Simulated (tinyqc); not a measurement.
Charge neutrality of a doped semiconductor with incomplete ionisation. From one set of inputs to another, one input at a time. Computed by tinyqc, a small Python program. Command: `OMP_NUM_THREADS=1 python tinyqc.py 3012684 3012685 out.jsonl dopant ladder`. One thread of a shared host (Intel(R) Xeon(R) Processor @ 2.30GHz), about 0.04 s of CPU time with the checks.

Energies are counted from the top of the valence band; E_D is measured down from the conduction band and E_A up from the valence band.

The inputs printed are set A. Inputs not listed in the table keep their values of set A, so the rows need not describe a real material.

Inputs (values chosen for the exercise, for a model semiconductor):

| quantity | value | unit |
|---|---|---|
| gap at 0 K E_g0 | 0.722 | eV |
| Varshni alpha | 0.000466 | eV/K |
| Varshni beta | 234 | K |
| electron mass m_e | 0.213 | m_0 |
| valleys M_c | 4 | - |
| hole mass m_h | 0.326 | m_0 |
| acceptor density N_A | 1.8e+14 | cm^-3 |
| acceptor depth E_A | 0.0135 | eV |
| acceptor degeneracy g_A | 4 | - |
| temperature T | 200 | K |
| iteration cap | 60 | - |

Doping: p-type. Statistics of the bands: Boltzmann. Solver: Newton steps on the logarithm. Start of Newton steps: intrinsic level E_i.

Constants: m_0 = 9.1093837015e-31 kg; k_B = 1.380649e-23 J/K; h = 6.62607015e-34 J s; k_B = 8.617333262e-05 eV/K.

Method:
- E_g = E_g0 - alpha T^2/(T + beta).
- N_c = 2 M_c (2 pi m_e k_B T/h^2)^(3/2) and N_v = 2 (2 pi m_h k_B T/h^2)^(3/2), masses in units of m_0.
- n_i = sqrt(N_c N_v) exp(-E_g/(2 k_B T)); E_i = E_g/2 + (k_B T/2) ln(N_v/N_c).
- n = N_c exp((E_F - E_g)/k_B T), p = N_v exp(-E_F/k_B T).
- N_A- = N_A/(1 + g_A exp((E_A - E_F)/k_B T)).
- Neutrality: p + N_D+ = n + N_A-; the log ratio is ln[(p + N_D+)/(n + N_A-)].
- Newton steps from the start named, with the slope from a central difference of 1e-6 eV; the function is the log ratio y = ln[(p + N_D+)/(n + N_A-)]; the bracket -0.3 to E_g + 0.3 eV is narrowed by the sign of y at each step, and a step that would leave it is replaced by its midpoint; stop when |log ratio| < 1e-9.

Each row keeps all changes above it:

| input moved | from | to | majority density p (cm^-3) | ionised share of the acceptors | intrinsic density n_i (cm^-3) |
|---|---|---|---|---|---|
| set A | - | - | 1.7989e+14 | 0.99938 | 1.0280e+10 |
| acceptor depth E_A (eV) | 0.0135 | 0.0107 | 1.7991e+14 | 0.99947 | 1.0280e+10 |
| gap at 0 K E_g0 (eV) | 0.722 | 0.735 | 1.7991e+14 | 0.99947 | 7.0503e+09 |
| hole mass m_h (m_0) | 0.326 | 0.332 | 1.7991e+14 | 0.99949 | 7.1474e+09 |
| electron mass m_e (m_0) | 0.213 | 0.214 | 1.7991e+14 | 0.99949 | 7.1726e+09 |
| acceptor density N_A (cm^-3) | 1.8e+14 | 5.7e+16 | 4.9907e+16 | 0.87555 | 7.1726e+09 |
| temperature T (K) | 200 | 100 | 3.6754e+16 | 0.64481 | 8.9945e-01 |

Majority density p goes from 1.80e14 to 3.68e16, a factor 204 in all. The largest single move comes from acceptor density N_A (a factor 277). Ionised share of the acceptors goes from 0.999 to 0.645, a factor 0.645 in all. The largest single move comes from temperature T (a factor 0.736). Intrinsic density n_i goes from 1.03e10 to 0.899, a factor 8.75e-11 in all. The largest single move comes from temperature T (a factor 1.25e-10). The single moves hold for this order of the switches; the total does not depend on the order.

Extremes, crossings and ranges named in words are read from the listed rows.
